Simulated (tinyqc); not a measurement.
Kinetic Monte Carlo and master equation for a particle on a ring of sites with traps and bias: one step, computed by the program tinyqc.

6 sites on a ring, numbered 1 to 6. The saddle between i and i+1 lies at E0 + s b_i and site i at s eps_i; a force F tilts the landscape, with the saddle half-way.

Task: Twelve steps of the residence-time algorithm. Start on site 1 at t = 0. Hop right if r1 is below the share right, else left; advance the clock by -ln(r2) times the mean stay.

Inputs (values chosen for the exercise, for a model defect): temperature T = 280 K.

Disorder: site traps.

Random numbers:
```
step      r1      r2
1     0.1701  0.4716
2     0.1548  0.9019
3     0.7680  0.4664
4     0.3750  0.2280
5     0.7505  0.2223
6     0.1706  0.8484
7     0.2164  0.7377
8     0.8977  0.1567
9     0.9240  0.6621
10    0.0169  0.3365
11    0.3519  0.4003
12    0.6098  0.0418
```

Rates, shares of right hops and mean stays:
```
site  k right (1/s)  k left (1/s)  share right  mean stay (s)
1            571615        191392    0.7491606   1.310604e-06
2           6871570       2300790    0.7491606   1.090232e-07
3           1482809        496485    0.7491606   5.052306e-07
4            571615        191392    0.7491606   1.310604e-06
5           6871570       2300790    0.7491606   1.090232e-07
6           6871570       2300790    0.7491606   1.090232e-07
```

Give: Trajectory.

Result:

Trajectory:
```
step  site    hop   wait (s)  clock (s)  net hops
1        1  right  9.851e-07  9.851e-07         1
2        2  right  1.126e-08  9.963e-07         2
3        3   left  3.853e-07  1.382e-06         1
4        2  right  1.612e-07  1.543e-06         2
5        3   left  7.597e-07  2.303e-06         1
6        2  right  1.792e-08  2.321e-06         2
7        3  right  1.537e-07  2.474e-06         3
8        4   left  2.429e-06  4.903e-06         2
9        3   left  2.083e-07  5.112e-06         1
10       2  right  1.187e-07  5.230e-06         2
11       3  right  4.626e-07  5.693e-06         3
12       4  right  4.161e-06  9.854e-06         4
```
